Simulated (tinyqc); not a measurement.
## Film and buried-oxide thickness from two coupling ratios

Question. In a depleted film -dVT/dVb is k1 = Cs Cbox/(Cox (Cs + Cbox)) for a front channel and k2 = Cbox (Cox + Cs)/(Cox Cs) for a back channel, with Cox = eps0 eox/tox, Cs = eps0 eps_r/ts, Cbox = 3.9 eps0/tb. Find ts and tb.

Parameters, values chosen for the exercise; band and dielectric values close to those of germanium:
```
symbol  value  unit                                                                 meaning
eps_r      16                                                         relative permittivity
eox       3.9        relative permittivity of the gate insulator (close to silicon dioxide)
tox       2.9    nm                                                     insulator thickness
```

coupling ratios for a front and a back channel: 0.060082614  0.11232337

Answer. With y = Cox/Cs and z = Cox/Cbox, 1/k1 = y + z and k2 = (1 + y)/z, so y = (k2/k1 - 1)/(1 + k2); the thicknesses follow from y and z.

ts = 9.300 nm
tb = 46.00 nm

tinyqc, about 0.4 s, one thread, Intel Xeon 2.30GHz (shared host): `OMP_NUM_THREADS=1 python tinyqc.py 2190166 2190167 out.jsonl`
